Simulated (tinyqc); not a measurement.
# Hall factor, magnetoresistance and optical conductivity for a power-law relaxation time, step by step

A worked calculation. Computed by tinyqc, a small Python program that keeps every step. Command: `OMP_NUM_THREADS=1 python tinyqc.py 3010177 3010178 out.jsonl magneto walk`. One thread of a shared host (Intel(R) Xeon(R) Processor @ 2.30GHz), about 0.01 s of CPU time with the checks. Intermediate numbers are printed to about 6 digits and carried at full precision; extremes and crossings named in words are read from the listed rows.

One spherical parabolic band, tau(E) = tau_0 x^s with x = E/(k_B T). Landau quantisation is left out.

Inputs (values chosen for the exercise, with a mass close to that of holes in silicon):

| quantity | value | unit |
|---|---|---|
| effective mass m | 0.42 | m_0 |
| exponent s | -0.5 | - |
| tau_0 | 1000 | fs |
| reduced Fermi level eta | 0.47 | - |
| temperature T | 300 | K |
| magnetic field B | 7.3 | T |
| frequency f | 0.28 | THz |
| background permittivity eps_inf | 14 | - |

Constants: m_0 = 9.1093837015e-31 kg; k_B = 1.380649e-23 J/K; hbar = 1.054571817e-34 J s; e = 1.602176634e-19 C; eps_0 = 8.8541878128e-12 F/m; c = 299792458 m/s.

## Density and moments of tau

<y> = int y x^(3/2) f (1 - f) dx / int x^(3/2) f (1 - f) dx, f = 1/(1 + exp(x - eta)). Integrals over x = E/(k_B T) use 160 Gauss-Legendre points in u = sqrt(x) from 0 to sqrt(max(eta, 0) + 45). n = (2 m k_B T)^(3/2)/(3 pi^2 hbar^3) int x^(3/2) f (1 - f) dx; moments in units of tau_0.

density n = 7.46761e+18 1/cm^3

<tau>/tau_0 = 0.657450

<tau^2>/tau_0^2 = 0.484757

<tau^3>/tau_0^3 = 0.423423

<1/tau> tau_0 = 1.66205

## Limits

mu = e <tau>/m; weak field r_H = <tau^2>/<tau>^2 and MR = c (mu B)^2, c = <tau^3>/<tau>^3 - r_H^2; strong field r_H = 1 and MR = <tau> <1/tau> - 1.

drift mobility mu = 2753.18 cm^2/(V s)

weak-field Hall factor = 1.12150

coefficient c = 0.232242

saturation MR = 9.27140 %

For a classical gas r_H = Gamma(5/2) Gamma(5/2 + 2s)/Gamma(5/2 + s)^2 = 1.1781; degeneracy narrows the energy window and pulls it towards 1.

## At the given field

With w_c = e B/m: sigma_xx = (n e^2/m) <tau/(1 + w_c^2 tau^2)>, sigma_xy = (n e^2/m) <w_c tau^2/(1 + w_c^2 tau^2)>; r_H = (n e/B) sigma_xy/(sigma_xx^2 + sigma_xy^2); MR = sigma_0 sigma_xx/(sigma_xx^2 + sigma_xy^2) - 1, sigma_0 = n e^2 <tau>/m.

mu B = 2.00982

sigma_xx = 663.826 S/cm

|sigma_xy| = 1262.93 S/cm

Hall factor r_H = 1.01682

magnetoresistance MR = 7.41854 %

## Field dependence

The formulas are those given above.

Against the field:

| B (T) | mu B | r_H | MR (%) |
|---|---|---|---|
| 0.11 | 3.02850e-02 | 1.12082 | 2.08555e-02 |
| 0.36 | 9.91146e-02 | 1.11597 | 2.02174e-01 |
| 1.1 | 3.02850e-01 | 1.09371 | 1.31309e+00 |
| 2.2 | 6.05700e-01 | 1.06512 | 3.18621e+00 |
| 3.6 | 9.91146e-01 | 1.04218 | 5.01926e+00 |
| 7.3 | 2.00982e+00 | 1.01682 | 7.41854e+00 |
| 15 | 4.12977e+00 | 1.00492 | 8.70434e+00 |
| 36 | 9.91146e+00 | 1.00091 | 9.16414e+00 |
| 150 | 4.12977e+01 | 1.00005 | 9.26511e+00 |

r_H falls from 1.121 to 1.000, so a strong-field measurement gives n directly (though the highest fields listed exceed the roughly 100 T that non-destructive magnets reach); half of the fall is done between 0.606 and 0.991 in mu B. MR starts as B^1.92 and reaches 100 % of its saturation value in the last row. It arises only because carriers of different energy have different Hall angles, which one Hall field cannot cancel. Above 94 T hbar w_c exceeds k_B T and mu B exceeds 1, and Landau quantisation replaces this picture.

## Response at frequency f

sigma(w) = (n e^2/m) <tau/(1 - i w tau)>, w = 2 pi f; eps = eps_inf + i sigma/(eps_0 w); N = sqrt(eps); absorption coefficient 2 w Im N/c; reflectivity |(N - 1)/(N + 1)|^2; plasma frequency sqrt(n e^2/(eps_inf eps_0 m))/(2 pi).

sigma(w) = 1364.25+1547.29i S/cm

permittivity = -9919.14+8758.06i

refractive index = 40.701+107.590i

absorption coefficient = 12627.6 1/cm

reflectivity = 0.987773

plasma frequency = 10.1184 THz

w <tau> = 1.16 and f/f_p = 0.0277. Here the real part of eps is negative and the sample reflects like a metal.

Checks made by the program: <tau> against adaptive quadrature (relative difference below 1e-10).
